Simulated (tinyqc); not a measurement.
Strain-driven roughening and islands of a mismatched epitaxial film: one step, computed by the program tinyqc. Command: `OMP_NUM_THREADS=1 python tinyqc.py 3005274 3005275 out.jsonl island walk`. One thread of a shared host (Intel(R) Xeon(R) Processor @ 2.30GHz), about 0.01 s of CPU time with the checks.

Film and substrate share isotropic elastic constants; the film is coherent and biaxially strained.

Task: Island nucleation. Shallow faceted island (Tersoff form): E = 4 Gam V^(2/3) tan^(1/3)(theta) - 6 c V tan(theta), Gam = gamma [x/sin(theta) - 1/tan(theta)], x the facet energy over gamma, c = stress^2 (1 - nu)/(2 pi G). The barrier is the maximum of E, at V_c = [4 Gam/(9 c)]^3 / tan^2(theta) (1 GPa nm = 1 J/m^2).

Inputs (values chosen for the exercise, modelled on Ge on Si):

| quantity | value | unit |
|---|---|---|
| shear modulus G | 53.1 | GPa |
| Poisson ratio nu | 0.26 | - |
| surface energy gamma | 0.998 | J/m^2 |
| contact angle of the shallow shape theta_1 | 12.7 | degrees |
| contact angle of the steep shape theta_2 | 30.7 | degrees |
| facet energy of shape 1 over gamma | 1.009 | - |
| facet energy of shape 2 over gamma | 1.028 | - |

stress = 7.269246 GPa

Constants: e = 1.602176634e-19 C.

Give: c; Gam of shape 1; critical volume, shape 1; barrier, shape 1; Gam of shape 2; critical volume, shape 2; barrier, shape 2.

Result:

c = 0.1172 GPa

Gam of shape 1 = 0.1519 J/m^2

critical volume, shape 1 = 3.765 nm^3

barrier, shape 1 = 1.862 eV

Gam of shape 2 = 0.3287 J/m^2

critical volume, shape 2 = 5.493 nm^3

barrier, shape 2 = 7.157 eV

The shallow shape has the lower barrier. Each barrier is a third of the surface term at V_c and scales as Gam^3/c^2, that is as f^(-4). Caution: a critical island of a few cubic nanometres holds a few hundred atoms at most, and edge energies, left out here, matter.
